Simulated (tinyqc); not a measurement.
From dn, finite wafer back to diffusion length L: surface photovoltage measurement of the minority-carrier diffusion length in a wafer. Computed by tinyqc, a small Python program. Command: `OMP_NUM_THREADS=1 python tinyqc.py 3130519 3130520 out.jsonl spv inv`. One thread of a shared host (Intel(R) Xeon(R) Processor @ 2.30GHz), about 0.03 s of CPU time with the checks.

Low injection, steady light, a depletion layer much thinner than 1/alpha and L. The excess density dn is taken at the front edge of the neutral region; light that reaches the back is lost.

Inputs (values chosen for the exercise, modelled on p-type silicon at room temperature): wafer thickness W = 775 micrometre; diffusivity D = 27.7 cm^2/s; front recombination velocity S_f = 3900 cm/s; back recombination velocity S_b = 580000 cm/s; photon flux entering = 3e+11 1/(cm^2 s); minority density at the surface barrier scale n_0 = 3.5e+10 1/cm^3; temperature T = 298 K; wavelength = 859 nm.

Constants: k_B = 8.617333262e-05 eV/K.

Method:
- alpha = (84.732/lambda - 76.417)^2 per cm with lambda in micrometre (an empirical fit for silicon between 0.7 and 1.05 micrometre).
- Thick wafer: dn = Phi L/((S_f + D/L)(L + 1/alpha)). Finite wafer, with s = S_b L/D, w = W/L, a = alpha L: dn = [Phi a/(a^2 - 1)] [a - B - exp(-alpha W)(a - s)/(cosh w + s sinh w)]/(S_f + B D/L), B = (sinh w + s cosh w)/(cosh w + s sinh w).
- Photovoltage V = (k_B T/e) ln(1 + dn/n_0). Lifetime = L^2/D.

Question. A run gave the result below. Find the diffusion length L, known to lie between 310 and 920 micrometre.

dn, finite wafer = 6.46782e+07 1/cm^3

Answer.

Each step takes the trial c = (a f_b - b f_a)/(f_b - f_a), f being the result less the target and a, b, c the logarithms of the listed values; c replaces end b, the old b replaces a if the sign of f changed, and otherwise f_a is halved.

Scan of the range:
```
diffusion length L (micrometre)  dn, finite wafer (1/cm^3)
310                                            5.85439e+07
372                                            6.08394e+07
445                                            6.27114e+07
534                                            6.42396e+07
640                                            6.54184e+07
767                                            6.63103e+07
920                                            6.69737e+07
```

False position (Illinois rule, in the logarithm of the input) inside the bracket:
```
step    end a    end b    trial  dn, finite wafer (1/cm^3)
1     534.000  640.000  571.216                6.47151e+07
2     534.000  571.216  565.698                6.46494e+07
3     571.216  565.698  568.110                6.46783e+07
4     565.698  568.110  568.100                6.46782e+07
5     565.698  568.100  568.100                6.46782e+07
6     568.100  568.100  568.100                6.46782e+07
```

dn, finite wafer rises at every point of a 13-point scan of the range (every second point is shown), so one value fits; it is bracketed by 534 and 640. Answer: diffusion length L = 568.1 micrometre.
